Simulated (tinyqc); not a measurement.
# Lossy on-chip transmission line with skin effect: two studies

A uniform line in a homogeneous dielectric: c = sqrt(er)/(c0 Z0), l = Z0 sqrt(er)/c0 (c0 = 299792458 m/s), g = w c td, w = 2 pi f. The resistance joins its limits as r = sqrt(r_dc^2 + r_hf^2), with r_dc = rho/(wd th), r_hf = kr rho/(2 delta (wd + th)), delta = sqrt(rho/(pi f mu0)), mu0 = 4 pi 1e-7 H/m; this is an interpolation, and internal inductance, up to 0.05 nH/mm at low frequency, is neglected.

Inputs (values chosen for the exercise):
- wd = 4.5 um (width of the strip)
- th = 2.2 um (thickness of the strip)
- rho = 2.2 uohm cm (resistivity)
- er = 3 (relative permittivity)
- td = 0.01 (loss tangent)
- Z0 = 35 ohm (lossless impedance sqrt(l/c))
- kr = 1.5 (factor for crowding and the return path)
- len = 0.44 mm (length)
- Rg = 100 ohm (source resistance)
- RL = 50 ohm (load resistance)
- CL = 20 fF (load capacitance)
- f = 0.74 GHz (frequency)

Each table varies one quantity; the others keep the values above.

## Line properties against frequency

gamma = sqrt((r + i w l)(g + i w c)) = alpha + i beta, Zc = sqrt((r + i w l)/(g + i w c)), roots with positive real part; loss 8.685889638 alpha in dB; phase velocity w/beta. ZL = 1/(1/RL + i w CL); reflection (ZL - Zc)/(ZL + Zc); Zin = Zc (ZL + Zc tanh(gamma len))/(Zc + ZL tanh(gamma len)); H = V_load/V_source = [Zin/(Zin + Rg)]/[cosh(gamma len) + (Zc/ZL) sinh(gamma len)].

Line properties against frequency:

| f (GHz) | r (ohm/mm) | r/(w l) | loss (dB/mm) | \|Zc\| (ohm) | phase velocity over c0 | length in wavelengths | \|H\| (dB) |
|---|---|---|---|---|---|---|---|
| 0.01 | 2.225 | 175.1 | 0.02957 | 463.1 | 0.06184 | 2.374e-4 | -9.599 |
| 0.03 | 2.230 | 58.49 | 0.05098 | 267.7 | 0.1064 | 4.139e-4 | -9.599 |
| 0.09 | 2.244 | 19.63 | 0.08712 | 155.1 | 0.1805 | 7.317e-4 | -9.600 |
| 0.3 | 2.295 | 6.020 | 0.1520 | 86.46 | 0.3077 | 0.001431 | -9.601 |
| 0.8 | 2.410 | 2.371 | 0.2254 | 56.15 | 0.4334 | 0.002709 | -9.605 |
| 2 | 2.667 | 1.050 | 0.3025 | 42.14 | 0.5228 | 0.005615 | -9.617 |
| 7 | 3.544 | 0.3984 | 0.4428 | 36.31 | 0.5672 | 0.01811 | -9.691 |
| 20 | 5.168 | 0.2034 | 0.6697 | 35.36 | 0.5747 | 0.05108 | -10.07 |
| 60 | 8.381 | 0.1099 | 1.133 | 35.10 | 0.5766 | 0.1527 | -11.63 |

What does the comparison show?

r equals w l at 2.12 GHz: below it |Zc| and the delay grow as in an RC line, above it |Zc| tends to Z0 = 35 ohm and the velocity to 1/sqrt(er) = 0.577 c0. The loss goes as f^(0.50) between the first two rows and f^(0.48) between the last two. |H| is -9.60 dB in the first row and -11.6 dB in the last; between rows it can pass through resonances that the table doesn't show.

## Effect of the length

Same model as above.

The same in every row: r (ohm/mm) = 2.397; r/(w l) = 2.549; loss (dB/mm) = 0.2191; |Zc| (ohm) = 57.91; phase velocity over c0 = 0.4237.

Effect of the length:

| len (mm) | length in wavelengths | \|H\| (dB) |
|---|---|---|
| 0.044 | 2.563e-4 | -9.549 |
| 0.077 | 4.485e-4 | -9.553 |
| 0.13 | 7.573e-4 | -9.561 |
| 0.24 | 0.001398 | -9.576 |
| 0.41 | 0.002388 | -9.601 |
| 0.72 | 0.004194 | -9.645 |
| 1.3 | 0.007573 | -9.727 |
| 2.2 | 0.01282 | -9.856 |

What does the table show?

As len goes from 0.044 to 2.2, the loss stays at 0.219 dB/mm, |Zc| stays at 57.9 ohm and |H| goes from -9.55 to -9.86 dB, with its highest value among the rows, -9.55 dB, at len = 0.044.

Program tinyqc, `OMP_NUM_THREADS=1 python tinyqc.py 2810176 2810177 out.jsonl`; Intel Xeon 2.30GHz, shared host, one thread, about 0.01 s.
